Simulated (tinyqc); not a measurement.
Transfer-length model of a contact: two steps of the calculation.

A metal contact of length d and width W on a thin layer of the same width. The metal has no resistance, the sheet resistance under it equals Rsh, and current enters the layer at the front edge x = 0.

Inputs (values chosen for the exercise): specific contact resistivity rc = 5.6e-9 ohm cm^2; contact length d = 0.033 um; contact width W = 1.9 um.

Question 1. Transfer length. A = Lt coth(d/Lt) is solved for Lt, starting from Lt = A. Lt(new) = sqrt(Lt A tanh(d/Lt)), the geometric mean of the old value and the plain step.

A = 0.21077349 um
Lt after iteration 1 = 0.083061684 um

Find: Lt after iteration 2.

Answer 1.

Lt after iteration 2 = 0.08131 um

Question 2. Contact resistivity. rc = Rsh Lt^2. Short cuts: Rsh A^2 (long contact, Lt = A) and Rc W d (short contact, even current).

Rsh = 85.312230 ohm/sq
Rc = 9.4639770 ohm
A = 0.21077349 um
converged Lt = 0.081218584 um

Wanted: rc; Rsh A^2; Rc W d.

Answer 2.

rc = 5.628e-9 ohm cm^2
Rsh A^2 = 3.790e-8 ohm cm^2
Rc W d = 5.934e-9 ohm cm^2

The extracted rc is 0.49 % above the value 5.6e-9 ohm cm^2 that made the data.

Computed by the program tinyqc: `OMP_NUM_THREADS=1 python tinyqc.py 2760034 2760035 out.jsonl`, one thread of a shared Intel Xeon 2.30GHz, about 0.01 s for the whole run.
